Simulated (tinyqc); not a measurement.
One band or two: type-II superlattice in the two-band Kane model.

Motion along the axis, period d = a + b, c = hbar^2/2m0. Conduction and light-hole bands couple: (E - Ec)(E - Ev) = Ep c k^2 in each layer, with mass m(E) = (E - Ev)/Ep, which may be negative. The conduction envelope psi and psi'/m(E) are continuous; a layer carries them by [[cos kt, (m/k) sin kt], [-(k/m) sin kt, cos kt]] (cosh and sinh for k^2 < 0), and cos(q d) = tr(M_B M_A)/2. C1 is the first miniband above EvB, with its bottom at tr/2 = +1 and its top at -1; the gap is the bottom of C1 less the top heavy-hole level HH1.

Heavy holes are uncoupled: with e = EvB - E, p = sqrt(mhB e/c), w = sqrt(mhA (EvB - EvA - e)/c), the top level HH1 at q = 0 solves (p/mhB) tan(p b/2) = (w/mhA) tanh(w a/2).

Constants: hbar^2/2m0 = 3.80998211 eV angstrom^2.

Inputs chosen for the exercise (near those of an InAs/GaSb superlattice; not measured data):
- a = 51 angstrom (layer A)
- b = 33 angstrom (layer B)
- EcA = 0 eV (conduction edge of A)
- EvA = -0.422 eV (valence edge of A)
- EcB = 0.979 eV (conduction edge of B)
- EvB = 0.165 eV (valence edge of B)
- EpA = 14.1 eV (coupling energy in A)
- EpB = 17.9 eV (coupling energy in B)
- mhA = 0.34 m0 (heavy hole in A)
- mhB = 0.28 m0 (heavy hole in B)

Bottom of C1. One band: (k/mA) tan(k a/2) = (kappa/mB) tanh(kappa b/2) with the edge masses (Ec - Ev)/Ep and barrier EcB - EcA. Second row: mA replaced by m(E). The last column is measured against two bands.

Results:

| model | C1 (eV) | gap (meV) | error (meV) |
|---|---|---|---|
| one band, edge masses | 0.1912 | 96.4 | -12.7 |
| m(E) in A only | 0.1683 | 73.5 | -35.6 |
| two bands | 0.2039 | 109.1 | 0.0 |

mA = 0.0299 m0
mB = 0.0455 m0

With edge masses C1 errs by -13 meV, 12 % of the gap. The heavier m(E) in A changes it by -23 meV; the treatment of B changes it by +36 meV, since C1 lies 39 meV above the valence edge of B, where its mass is 0.0022 instead of 0.0455.

Computed by tinyqc, a small Python program: `OMP_NUM_THREADS=1 python tinyqc.py 1252606 1252607 out.jsonl` (the numbers bound the seed that draws the inputs); one thread of a shared host (Intel(R) Xeon(R) Processor @ 2.30GHz), about 0.1 s for the whole set of steps.
